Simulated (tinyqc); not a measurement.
Tight binding, dimerised chain, step by step. One step of it, computed by the program tinyqc.

Problem. Bloch Hamiltonian at X. H_AA = +delta, H_BB = -delta, H_AB = -t1 - t2 exp(-i k a).

Parameters chosen for this model:
```
parameter     value                      unit
t1         1.620000       eV, inside the cell
t2         1.270000         eV, between cells
delta      0.150000  eV, +/- on the two sites
```

k point X (2 pi / a): 0.500000

Give: H(k) at X.

Solution.

H(k) at X (eV):
```
         A        B
A   0.1500  -0.3500
B  -0.3500  -0.1500
```
